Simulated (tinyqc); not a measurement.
One-electron ion in a basis of Gaussians, step by step. Computed by tinyqc, a small Python program that keeps every step. Settings: Z = 4, l = 1. Command: `OMP_NUM_THREADS=1 python tinyqc.py 26722 26723 out.jsonl` (the two numbers bound the seeds that draw the settings). One thread of a shared host (Intel(R) Xeon(R) Processor @ 2.60GHz), about 0.01 s of CPU time with the checks.

## Matrices over normalised Gaussians

exponents of r^l exp(-a r^2) (1/bohr^2): [0.214200, 1.068000, 5.322000, 26.530000]

Z = 4

l = 1

With p = a_i + a_j and I(k) = Gamma((k+1)/2) / (2 p^((k+1)/2)): S = I(2l+2), T = (2l+3) a_i a_j S / p, V = -Z I(2l+1), each divided by sqrt(S_ii S_jj).

S:
$$\begin{pmatrix}
1.000000 & 0.480755 & 0.092398 & 0.013418 \\
0.480755 & 1.000000 & 0.480984 & 0.092420 \\
0.092398 & 0.480984 & 1.000000 & 0.480838 \\
0.013418 & 0.092420 & 0.480838 & 1.000000
\end{pmatrix}$$

T (hartree):
$$\begin{pmatrix}
0.535500 & 0.428873 & 0.095130 & 0.014256 \\
0.428873 & 2.670000 & 2.139172 & 0.474425 \\
0.095130 & 2.139172 & 13.305000 & 10.657217 \\
0.014256 & 0.474425 & 10.657217 & 66.325000
\end{pmatrix}$$

V (hartree):
$$\begin{pmatrix}
-1.969466 & -1.638044 & -0.654174 & -0.208802 \\
-1.638044 & -4.397688 & -3.658514 & -1.460929 \\
-0.654174 & -3.658514 & -9.816942 & -8.165645 \\
-0.208802 & -1.460929 & -8.165645 & -21.918328
\end{pmatrix}$$

## Generalised eigenproblem

H = T + V (hartree):
$$\begin{pmatrix}
-1.433966 & -1.209171 & -0.559044 & -0.194547 \\
-1.209171 & -1.727688 & -1.519342 & -0.986504 \\
-0.559044 & -1.519342 & 3.488058 & 2.491571 \\
-0.194547 & -0.986504 & 2.491571 & 44.406672
\end{pmatrix}$$

Solve H C = S C e through S^(-1/2); each column has its largest component positive (the first on a tie).

eigenvalues of S: [0.299479, 0.628154, 1.206119, 1.866248]

eigenvalues (hartree): [-1.969812, -0.745869, 6.366670, 57.493133]

coefficients:
$$\begin{pmatrix}
0.408573 & 1.052989 & 0.263896 & -0.068356 \\
0.691884 & -0.797187 & -0.792650 & 0.235196 \\
0.096748 & -0.092551 & 1.159079 & -0.660764 \\
0.006309 & -0.006054 & -0.013514 & 1.161864
\end{pmatrix}$$

For Z = 4 and l = 1 the exact lowest level is -Z^2/(2 n^2) with n = l + 1: -2.000000 hartree.
